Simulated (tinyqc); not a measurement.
Linear model of a band gap against the share of exact exchange, step by step. Values are carried at full precision from step to step, so a last printed digit may differ when a step is redone from the rounded ones.

E(alpha) = E0 + S alpha. A wider gap screens less, modelled in the Penn form eps(alpha) = 1 + (e0 - 1)(EP/(EP + S alpha))^2 with a scale EP chosen for the exercise. A dielectric-dependent hybrid takes alpha = 1/eps.

Values chosen for the exercise (of the order of those of GaP; shifted at random, so the results belong to these values and not to a real crystal): E0 = 1.65 eV (gap of the semi-local functional); S = 5.46 eV (slope dE/d(alpha)); e0 = 9.92 (optical dielectric constant at alpha = 0); EP = 12 eV (energy scale of the screening); Et = 2.39 eV (target gap); a_start = 0.25 (starting alpha); fv = 0.72 (share of the opening taken by the valence edge); Ed = 0.69 eV (defect level above the semi-local valence top); cd = 0 (shift of the level per unit opening, on the scale of the mean potential).

## Fixed shares

Gap, error against the target and eps for alpha = 0, 0.25 and 1/e0; and the alpha that meets the target, (Et - E0)/S.

Results:
```
alpha   E (eV)  E - Et (eV)    eps
0.0000   1.650       -0.740  9.920
0.2500   3.015        0.625  8.191
0.1008   2.200       -0.190  9.155
```

alpha for the target = 0.1355

A quarter of exact exchange overshoots the target by 0.62 eV: the material needs 0.136, and 1/e0 = 0.101 lies closer to it than 0.25 does.

## Self-consistent share

Iterate alpha -> 1/eps(alpha) seven times from a_start. The fixed point solves alpha eps(alpha) = 1; the contraction factor there is 2 (eps - 1) S/((EP + S alpha) eps^2).

Iterates:
```
step    alpha     eps  E (eV)
0     0.25000  8.1910  3.0150
1     0.12209  9.0059  2.3166
2     0.11104  9.0827  2.2563
3     0.11010  9.0892  2.2511
4     0.11002  9.0898  2.2507
5     0.11001  9.0898  2.2507
6     0.11001  9.0898  2.2507
7     0.11001  9.0898  2.2507
```

fixed point = 0.11001
contraction factor = 0.0849

The factor is positive, so the iterates approach from one side, the error shrinking to 0.08 of itself each step; the gap is within 0.01 eV of its limit from step 2. Self-consistency moves the gap by +0.050 eV against the one-shot choice 1/e0, since a wider gap screens less.

## Band edges and a deep level

The opening c = S alpha lowers the valence top by fv c and raises the conduction edge by (1 - fv) c, both against the mean potential; the level moves by cd c. Use the fixed point. Compare with stretching the level in proportion to the gap and with pinning it to either edge.

opening c = 0.601 eV

shifts of the valence and conduction edges (eV): [-0.432, 0.168]

level above the valence top = 1.122 eV
level below the conduction edge = 1.128 eV

level above the valence top: stretched, tied to the valence edge, tied to the conduction edge (eV): [0.941, 0.690, 1.291]

The three recipes err by -0.18, -0.43 and +0.17 eV against alignment through the mean potential. A localised level with cd = 0 stays put while the edges move away from it.

## Checks

- Fixed point by bisection against 60 substitutions: both 0.11001.

tinyqc: `OMP_NUM_THREADS=1 python tinyqc.py 1851261 1851262 out.jsonl`; about 0.01 s, one thread, shared Intel(R) Xeon(R) Processor @ 2.30GHz.
